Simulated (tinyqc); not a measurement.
# Hydrogen passivation of interface dangling bonds: competing passivation and dissociation with distributed barriers, step by step

A worked calculation. Computed by tinyqc, a small Python program that keeps every step. Command: `OMP_NUM_THREADS=1 python tinyqc.py 3026073 3026074 out.jsonl passiv walk`. One thread of a shared host (Intel(R) Xeon(R) Processor @ 2.30GHz), about 0.02 s of CPU time with the checks. Intermediate numbers are printed to about 6 digits and carried at full precision; extremes and crossings named in words are read from the listed rows.

P_b + H2 gives P_bH + H at the rate k_f [H2]; P_bH gives P_b + H at the rate k_d. All defects start unpassivated. E_f and E_d are Gaussian and independent.

Inputs (values chosen for the exercise, close to those used for P_b centres at the silicon-oxide interface):

| quantity | value | unit |
|---|---|---|
| defect density N0 | 2.3e+12 | 1/cm^2 |
| passivation prefactor k_f0 | 2.5e-07 | cm^3/s |
| mean passivation barrier E_f | 1.64 | eV |
| spread sigma_f | 0.099 | eV |
| dissociation prefactor k_d0 | 2.3e+13 | 1/s |
| mean dissociation barrier E_d | 2.65 | eV |
| spread sigma_d | 0.12 | eV |
| H2 in the oxide per atm, solubility factor | 1.1e+18 | 1/(cm^3 atm) |
| hydrogen pressure p | 0.1 | atm |
| anneal temperature T | 550 | C |
| anneal time t | 250 | s |
| oxide thickness | 20 | nm |

Constants: k_B = 8.617333262e-05 eV/K; e = 1.602176634e-19 C; eps_0 = 8.8541878128e-12 F/m.

## Single barriers

[H2] = solubility factor x p; a = k_f0 [H2] exp(-E_f/(k_B T)), d = k_d0 exp(-E_d/(k_B T)). For one pair of barriers the active share is y = [d + a exp(-(a + d) t)]/(a + d). Temperatures in kelvin are T(C) + 273.15.

passivation rate a = 2.50235 1/s

dissociation rate d = 0.00137078 1/s

a t = 625.588

steady active share d/(a + d) = 5.47495e-04

active share, single barriers = 5.47495e-04

Passivation has run its course, and the balance with dissociation sets the remainder. Caution: single-barrier shares below about 1e-3 are formal; measured passivation levels off well above them.

## Distributed barriers

Average y over both Gaussians with 40 x 40 Gauss-Hermite points. Active density N0 y; threshold shift if each active defect holds one charge, e N0 y t_ox/(3.9 eps_0).

active share y = 0.00505676

active density = 1.16306e+10 1/cm^2

threshold shift = 10.7926 mV

The spread changes the remainder by a factor 9.24: sigma_f/(k_B T) = 1.40 and sigma_d/(k_B T) = 1.69.

## Best anneal temperature for this time and pressure

Minimise the averaged y over T between 150 and 900 C: find where ln y is equal at T - 0.05 and T + 0.05 C; T is rounded to 0.1 C.

best temperature = 508.1 C

least active share = 0.00355488

Caution: atomic hydrogen, which both passivates and depassivates, and further passivation during cooling are left out.

## Isochronal anneals

The formulas are those given above.

Active share after the time t:

| T (C) | a (1/s) | d (1/s) | single barriers | distributed |
|---|---|---|---|---|
| 200 | 9.34975e-08 | 1.36501e-15 | 9.99977e-01 | 0.999571 |
| 250 | 4.36871e-06 | 6.80595e-13 | 9.98908e-01 | 0.990061 |
| 300 | 1.04379e-04 | 1.14803e-10 | 9.74243e-01 | 0.900826 |
| 350 | 1.49863e-03 | 8.50412e-09 | 6.87525e-01 | 0.584418 |
| 400 | 1.44839e-02 | 3.32319e-07 | 2.67765e-02 | 0.189771 |
| 450 | 1.02292e-01 | 7.82246e-06 | 7.64660e-05 | 0.024649 |
| 500 | 5.61039e-01 | 1.22378e-04 | 2.18080e-04 | 0.003681 |
| 600 | 9.40448e+00 | 1.16429e-02 | 1.23648e-03 | 0.008550 |
| 700 | 8.83185e+01 | 4.34339e-01 | 4.89380e-03 | 0.021169 |
| 800 | 5.46370e+02 | 8.25413e+00 | 1.48824e-02 | 0.044468 |

The distributed share is least at 500 C among these rows, 0.0037, and the search puts the optimum at 508.1 C. On the cold side defects with high E_f survive; on the hot side dissociation, with the larger barrier, gains on passivation with an energy E_d - E_f = 1.01 eV. In that row single barriers give 2.2e-4, so the spread raises the floor.

Checks made by the program: Gauss-Hermite average against a fine uniform grid (relative difference 5e-07).
